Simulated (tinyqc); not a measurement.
What each input does: propagation of a band-gap error through k.p and effective-mass formulas.

Chain, for a gap E (the reference Eg or another value), with Ep and Dso kept: 1/me = 1 + Ep (E + 2 Dso/3)/(E (E + Dso)); g* = 2 - 2 Ep Dso/(3 E (E + Dso)); g1(E) = g1 + (Ep/3)(1/E - 1/Eg), g2(E) = g2 + (Ep/6)(1/E - 1/Eg), light hole 1/(g1 + 2 g2), heavy hole 1/(g1 - 2 g2) along [100]; optical constant ei(E) = 1 + (ei - 1)(EP/(EP + E - Eg))^2, static e0(E) = ei(E) + e0 - ei.

Donor: R = Ry me/e0^2, a_B = a0 e0/me, Mott density (0.26/a_B)^3. Nc, Nv = 2 (m kT/(4 pi c))^(3/2), c = hbar^2/2m0, ni = sqrt(Nc Nv) exp(-E/2kT). Exciton: Ry mu/e0^2 with 1/mu = 1/me + g1(E). 1 angstrom^-3 = 1e24 cm^-3.

Constants: Ry = 13.60569312 eV; a0 (Bohr radius) = 0.5291772105 angstrom; kB = 8.617333262e-05 eV/K; hbar^2/2m0 = 3.80998211 eV angstrom^2.

Parameters, chosen for this exercise (reference values near those of ZnSe, gap at low temperature; shifted at random, so the results belong to these values and not to a real crystal): Eg = 2.77 eV (gap at Gamma to the s-like level); Dso = 0.4 eV (spin-orbit splitting); Ep = 24 eV (Kane energy); g1 = 3.78 (Luttinger gamma1); g2 = 1.24 (gamma2); e0 = 8.8 (static dielectric constant); ei = 5.93 (optical dielectric constant); EP = 6.78 eV (mean (Penn) gap); mh = 0.6 m0 (density-of-states mass of the holes); T = 300 K (temperature); Eg2 = 5.54 eV (a wrong gap, of the size a hybrid with far too much exact exchange can give).

All at E = Eg2.

One parameter was then changed.

Results before and after:

| case | me (m0) | light hole (m0) | e0 | donor (meV) | exciton (meV) | log10 ni |
|---|---|---|---|---|---|---|
| base | 0.1910 | 0.2966 | 6.35 | 64.358 | 44.501 | -27.840 |
| changed | 0.1913 | 0.2966 | 6.35 | 64.447 | 44.543 | -27.839 |

Which of these changes was made? (a) T = 276 K; (b) g1 = 3.478; (c) ei = 5.456; (d) EP = 7.322 eV; (e) Eg2 = 5.097 eV; (f) mh = 0.648 m0; (g) Dso = 0.432 eV; (h) Ep = 22.08 eV.

Answer: (g) Dso = 0.432 eV. Of the candidates, run in turn, only this one gives the changed row.

All candidates:

| case | me (m0) | light hole (m0) | e0 | donor (meV) | exciton (meV) | log10 ni |
|---|---|---|---|---|---|---|
| base | 0.1910 | 0.2966 | 6.35 | 64.358 | 44.501 | -27.840 |
| Eg2 = 5.097 eV | 0.1787 | 0.2760 | 6.60 | 55.789 | 38.743 | -24.141 |
| Dso = 0.432 eV | 0.1913 | 0.2966 | 6.35 | 64.447 | 44.543 | -27.839 |
| Ep = 22.08 eV | 0.2042 | 0.2775 | 6.35 | 68.811 | 45.853 | -27.818 |
| g1 = 3.478 | 0.1910 | 0.3257 | 6.35 | 64.358 | 46.350 | -27.840 |
| EP = 7.322 eV | 0.1910 | 0.2966 | 6.47 | 62.182 | 42.996 | -27.840 |
| ei = 5.456 | 0.1910 | 0.2966 | 6.59 | 59.848 | 41.382 | -27.840 |
| mh = 0.648 m0 | 0.1910 | 0.2966 | 6.35 | 64.358 | 44.501 | -27.815 |
| T = 276 K | 0.1910 | 0.2966 | 6.35 | 64.358 | 44.501 | -31.941 |

Run: tinyqc, `OMP_NUM_THREADS=1 python tinyqc.py 1850107 1850108 out.jsonl`; Intel(R) Xeon(R) Processor @ 2.30GHz, one thread, shared host; about 0.01 s of CPU time with all checks.
